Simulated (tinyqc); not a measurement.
Electron mobility of a polar semiconductor by Rode's iterative solution of the Boltzmann equation: one step, computed by the program tinyqc.

The distribution is f(E) + e F l(E) (-df/dE) cos(theta) for a weak field F, theta counted from the force; l(E) is a mean free path. Elastic processes enter by their momentum rate, polar optical phonons by out- and in-scattering terms. One valley only: where upper valleys lie close, measured mobilities are lower. The density n is prescribed, even where a narrow-gap material would have more intrinsic carriers.

Task: The first two iterations on one ladder of the grid. Iteration: l_new(E) = [v(E) + c+ l(E + hbar w) + c- l(E - hbar w)]/(nu + S_o), from l = 0.

Inputs (values chosen for the exercise, modelled on CdTe): temperature T = 300 K.

Band: parabolic. Elastic processes: acoustic, piezoelectric, impurity.

Points j = s/2, s/2 + s, ... (the first seven rungs, or as many as the grid holds), rates in 1e12/s:
```
E (meV)    v (m/s)        nu       S_o        c+        c-
12.3083   213146.8  2.859417  15.83619  6.605870   0.00000
33.4083   351161.3  1.096599  35.72994  7.945611   8.93421
54.5083   448549.8  0.839334  38.48407  8.176057  13.97635
75.6083   528279.9  0.778590  38.05464  8.158994  15.65570
96.7083   597463.2  0.774413  37.09453  8.063606  16.29620
117.8083  659427.8  0.791911  36.06395  7.941496  16.51530
138.9083  716050.1  0.818917  35.07710  7.811935  16.53787
```

Give: l after iteration 1; l after iteration 2 (all rungs but the last shown).

Result:

l after iteration 1 (nm): [11.401, 9.536, 11.407, 13.604, 15.777, 17.892, 19.948]

l after iteration 2 (all rungs but the last shown) (nm): [14.770, 14.763, 17.624, 21.517, 25.441, 29.260]

In-scattering lengthens l on the lowest rung by 29.6 % and on the second by 54.8 % in this step.
